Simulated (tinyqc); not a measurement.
Inside a calculation. Model: threshold-voltage variability of a planar MOSFET, analytic estimates.

Program tinyqc, `OMP_NUM_THREADS=1 python tinyqc.py 2090019 2090020 out.jsonl`; Intel Xeon 2.30GHz, shared host, one thread, about 0.01 s. Printed values are rounded.

Three independent sources add in quadrature: random dopants in the depleted layer, metal-gate grains of two orientations, and roughness of the two gate edges acting through the roll-off VT = VT(long) - Vr exp(-L/l). These are first-order estimates: no three-dimensional electrostatics, no percolation.

Parameters, values chosen for the exercise; material values close to those of silicon:
- T = 293 K (temperature)
- Eg = 1.1 eV (band gap)
- eps_r = 11.5 (relative permittivity of the semiconductor)
- Nc = 2.68e19 cm^-3 (conduction-band density of states at T)
- Nv = 2.59e19 cm^-3 (valence-band density of states at T)
- Na = 1.9e18 cm^-3 (channel doping)
- ti = 2 nm (oxide-equivalent thickness in inversion)
- L = 16 nm (gate length)
- W = 67 nm (gate width)
- G = 4 nm (metal grain size)
- dW = 0.2 eV (work-function difference of the two grain orientations)
- p = 0.4 (share of the orientation of higher work function)
- De = 0.7 nm (rms roughness of one gate edge)
- La = 15 nm (correlation length of the roughness)
- l = 4.1 nm (decay length of the threshold roll-off)
- Vr = 1.4 V (prefactor of the roll-off)
- n = 1.31 (subthreshold factor)
- gI = 25 1/V (gm/I of a matched pair)
- sb = 1 % (spread of the gain factor of one device)
- Nb = 8388608 (number of cells)
- Y = 0.994 (wanted yield)

Constants: q = 1.602176634e-19 C, kB = 1.380649e-23 J/K, Vt = kB T/q, eps0 = 8.8541878128e-14 F/cm where lengths are in cm. Results are converted to the units shown.

Range of the model: The depletion depth exceeds L, so source and drain share much of the charge and the dopant estimate is rough. gI s exceeds 0.2, so the linear formula for the current mismatch is only a rough guide.

## Random dopants

ni = sqrt(Nc Nv) exp(-Eg/(2 Vt)), Eg in volts; Cox = 3.9 eps0/ti; Wd = sqrt(4 eps0 eps_r Vt ln(Na/ni)/(q Na)); dopants: s1 = (q/Cox) sqrt(Na Wd/(3 L W)). The slope A1 = s1 sqrt(L W); mean number of dopants Na L W Wd.

Cox = 1.72657 uF/cm^2
Wd = 25.4372 nm
mean number of dopants = 51.8104
A1 = 1.17782 mV um
s1 = 35.9733 mV

Counting alone, 1/sqrt(N) of the depletion voltage q Na Wd/Cox = 448 mV, would give sqrt(3) times more: dopants deep in the layer act less on the surface.

## Metal grains and edge roughness

Grains: Ng = L W/G^2 (at least 1), s2 = dW sqrt(p (1 - p)/Ng). Edges, with exponential correlation and u = W/La: the mean gate length has sL^2 = 2 De^2 (2/u)[1 - (1 - exp(-u))/u]; s3 = sL (Vr/l) exp(-L/l).

Ng = 67
s2 = 11.9701 mV
sL = 0.584546 nm
dVT/dL = 6.89503 mV/nm
s3 = 4.03047 mV

## Total spread, mismatch and leakage

s = sqrt(s1^2 + s2^2 + s3^2). For a pair: s(dVT) = sqrt(2) s; current mismatch sqrt(2) sqrt((gI s)^2 + sb^2); input offset = current mismatch/gI. For a Gaussian VT the off current is log-normal with mean/median = exp(s^2/(2 (n Vt)^2)).

s = 38.1262 mV
s(dVT) = 53.9186 mV
current mismatch = 134.804 %
input offset = 53.9215 mV
mean/median of Ioff = 1.94322

The dopants give 89.0 % of the variance; without them s would be 12.6 mV. A current mismatch this large is beyond the linear estimate.

## Iteration 1: margin in standard deviations for the wanted yield

k at the start = 3

Cells fail independently with probability Q(k) = erfc(k/sqrt(2))/2 when the margin is k standard deviations, and Y = exp(-Nb Q(k)). phi = exp(-k^2/2)/sqrt(2 pi). Newton steps on ln Q(k) = ln(-ln(Y)/Nb): k(new) = k + [ln Q - ln(-ln(Y)/Nb)] Q/phi.

Q(k) = 0.00134990
phi = 0.00443185
k after iteration 1 = 7.40061

## Iteration 2: margin in standard deviations for the wanted yield

As before.

Q(k) = 6.77785e-14
phi = 5.10454e-13
k after iteration 2 = 6.17011

## Course of the iteration: margin in standard deviations for the wanted yield

Stop when k changes by less than 1e-9, or after 30 iterations.

Course of the iteration:
```
iteration        k  |change|
1          7.40061      4.40
2          6.17011      1.23
3          6.05261     0.118
4          6.05152   1.09e-3
5          6.05152   9.27e-8
6          6.05152   < 1e-12
```

Converged in 6 iterations. At the end the number of correct digits about doubles with each step. With s(dVT) = 53.9 mV, 6.05 standard deviations are 326 mV.
